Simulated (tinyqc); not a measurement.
Worked calculation: conduction-band anticrossing with a localised impurity level. Values are carried at full precision from step to step, so a last printed digit may differ when a step is redone from the rounded ones.

Host conduction band EM(k) = Eg - al x + c k^2/mM, c = hbar^2/2m0, coupled to a flat level EI by V = C sqrt(x): H = [[EM, V], [V, EI]], E+/- = (EM + EI)/2 +/- sqrt((EM - EI)^2/4 + V^2). The host weight of a state at E is f = 1/(1 + V^2/(E - EI)^2), and its mass at k = 0 is mM/f. The gap is E-(0), the valence top staying at 0.

Constants: hbar^2/2m0 = 3.80998211 eV angstrom^2.

Inputs chosen for the exercise (host near GaAs; shifted at random, so the results belong to these values and not to a real crystal): Eg = 1.524 eV (gap at Gamma to the s-like level); mM = 0.066 m0 (mass of the host band); EI = 1.678 eV (impurity level, from the valence top of the host); C = 2.1 eV (coupling); al = 1.65 eV (linear shift of the host edge); x = 0.016 (impurity fraction); k = 0.041 1/angstrom (wave vector).

## The two levels at k = 0

Give EM, V, both levels, their host weights, the gap and the mass of the band at the gap.

EM(0) = 1.4976 eV
V = 0.2656 eV

E-, E+ (eV): 1.3073  1.8683

host weights: 0.6608  0.3392

gap = 1.3073 eV
mass of E- = 0.0999 m0

The gap is 217 meV below that of the host, 135 meV per 1 % of impurity. V/|EM - EI| = 1.47; second-order perturbation theory would shift the host level by V^2/(EM - EI) = -391 meV, the exact shift is -190 meV.

## The levels at one k

Fill in the matrix and give levels and weights.

H (eV):
```
            host  impurity
host      1.5946    0.2656
impurity  0.2656    1.6780
```

E-, E+ (eV): 1.3674  1.9052

host weights: 0.5775  0.4225

## Dispersion

Seven points from k = 0 to 0.12 1/angstrom.

Levels (eV):
```
k (1/angstrom)      EM      E-      E+  host weight of E-
0.000           1.4976  1.3073  1.8683              0.661
0.020           1.5207  1.3223  1.8764              0.642
0.040           1.5900  1.3647  1.9032              0.582
0.060           1.7054  1.4257  1.9577              0.474
0.080           1.8671  1.4906  2.0545              0.332
0.100           2.0749  1.5449  2.2080              0.201
0.120           2.3289  1.5834  2.4235              0.113
```

E- flattens towards EI = 1.678 eV, which it cannot cross: its width is bounded by 0.371 eV, of which 74 % is used up at the last point. The unmixed host band crosses EI at k = 0.0559 1/angstrom, where the splitting is smallest, 2V = 0.531 eV.

## Checks

- Closed form against diagonalisation: they agree to 1e-10 or better.
- Mass mM/f against the curvature of the band: both 0.09988.

tinyqc: `OMP_NUM_THREADS=1 python tinyqc.py 1081506 1081507 out.jsonl`; about 0.01 s, one thread, shared Intel(R) Xeon(R) Processor @ 2.30GHz.
